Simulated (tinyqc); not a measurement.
Spin coating of a resist or spin-on film: centrifugal thinning, evaporation and the final thickness (Emslie and Meyerhofer models): one step, computed by the program tinyqc.

A Newtonian film stays uniform over the wafer; solvent and solids have the same density and the concentration is uniform through the thickness.

Question. Rates. omega = 2 pi f/60; nu(c) = nu_s + k c^gamma; evaporation rate e = e0 sqrt(f/1000 rpm). Flow constant K = 2 omega^2/(3 nu(c0)); Reynolds number of the air omega R^2/nu_air with nu_air = 15 mm^2/s.

Inputs (values chosen for the exercise, of the order of those of a polymer resist in an ester solvent):
```
quantity                                 value          unit
solids volume fraction c0                 0.17             -
kinematic viscosity of the solvent nu_s    2.3        mm^2/s
viscosity constant k                      1500        mm^2/s
viscosity exponent gamma                   3.3             -
spin speed f                              2000           rpm
evaporation rate at 1000 rpm e0           0.57  micrometre/s
wafer radius R                             100            mm
```

Give: omega; nu(c0); evaporation rate e; flow constant K; Reynolds number of the air.

Answer.

omega = 209.44 1/s

nu(c0) = 6.6308 mm^2/s

evaporation rate e = 0.80610 micrometre/s

flow constant K = 0.0044102 1/(micrometre^2 s)

Reynolds number of the air = 1.3963e+05
